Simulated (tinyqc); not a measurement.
Changing the h: Tersoff bond-order potential. Computed by tinyqc, a small Python program. Command: `OMP_NUM_THREADS=1 python tinyqc.py 3008134 3008135 out.jsonl tersoff sweep`. One thread of a shared host (Intel(R) Xeon(R) Processor @ 2.30GHz), about 0.02 s of CPU time with the checks.

E = (1/2) sum_(i, j != i) [A exp(-lambda r_ij) - b_ij B exp(-mu r_ij)], b_ij = (1 + (beta zeta_ij)^n)^(-1/(2n)), zeta_ij = sum_(k != i, j) g(theta_ijk), g = 1 + c^2/d^2 - c^2/(d^2 + (h - cos theta)^2), with theta at atom i. Only nearest neighbours count (cut-off function 1 for them, 0 beyond).

Inputs (values chosen for the exercise, modelled on carbon): A = 1382.4 eV; B = 342.23 eV; lambda = 3.4879 1/angstrom; mu = 2.2119 1/angstrom; beta = 1.59e-07; n = 0.7169; c = 37980; d = 4.36.

Constants: 1 eV/angstrom^3 = 160.2176634 GPa.

Method:
- zeta = 3 g(cos theta = -1/3).
- With z equal bonds of order b, r = ln(lambda A/(mu b B))/(lambda - mu) and E per atom = -(z/2) b B exp(-mu r)(1 - mu/lambda).
- a0 = 4 r/sqrt3; B0 = phi''(r)/(3 a0) with phi'' = mu (lambda - mu) b B exp(-mu r), since b does not change under uniform scaling.
- Second derivatives of the energy per atom, volume V = a0^3/8: e_xx gives C11; e_xx = -e_yy gives 2 (C11 - C12); e_xy = e_yx = s/2 with a sublattice shift u_z gives C44 = (E_ss - E_su^2/E_uu)/V and Kleinman's parameter |E_su/E_uu|/(a0/4).
- Each of the four neighbours loses one bond; its three other bonds now have zeta = 2 g, for the direction that starts at it. E_v = -E + 12 x (1/2)(b(3g) - b(2g)) B exp(-mu r), where -E is the pair-like cost.

One run for each value; columns: (1) h; (2) bond order b; (3) energy per atom of the diamond lattice (eV); (4) C44 (GPa); (5) unrelaxed vacancy energy E_v (eV); (6) Kleinman's parameter:
```
(1)        (2)      (3)     (4)     (5)      (6)
-0.75  0.77197  -4.9831   318.7  2.5953  0.52895
-0.70  0.80100  -5.5120   386.5  3.2102  0.44857
-0.65  0.83101  -6.0951   466.4  3.9373  0.36294
-0.60  0.86173  -6.7308   559.1  4.7848  0.27366
-0.55  0.89268  -7.4125   664.1  5.7527  0.18232
-0.50  0.92318  -8.1253   780.3  6.8258  0.08978
-0.45  0.95213  -8.8411   905.5  7.9621  0.00552
-0.40  0.97783  -9.5085  1039.5  9.0716  0.11272
-0.30  0.99165  -9.8804   949.1  9.7096  0.11271
```

Over the rows, bond order b rises from 0.772 to 0.992; energy per atom of the diamond lattice (eV) falls from -4.98 to -9.88; C44 (GPa) goes from 319 through a maximum among these rows, 1040 at -0.400, to 949. zeta of the diamond lattice is least when h equals cos(109.47 degrees) = -1/3; there the bond order is highest and a vacancy gains least from stronger back bonds. Left out: -0.350 (the run failed its checks).

Extremes, crossings and ranges named in words are read from the listed rows.
